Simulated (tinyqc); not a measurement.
# Length offset and series resistance from crossing lines

Problem. R_total = Rs + k (L - dL)/Vo with constant Rs, dL and k. Find k, dL and Rs.

R_total at (L, Vo) = (60, 0.35), (180, 0.35), (60, 0.98) and (180, 0.98), L in nm and Vo in V (ohm um): [502, 1530.5714, 243.57143, 610.91837]

Solution. At each overdrive R is a straight line in L with slope k/Vo; the two lines cross at L = dL, R = Rs.

k = 3.00 ohm um V/nm
dL = 13.1 nm
Rs = 100 ohm um

tinyqc, about 0.03 s, one thread, Intel Xeon 2.30GHz (shared host): `OMP_NUM_THREADS=1 python tinyqc.py 2282089 2282090 out.jsonl`
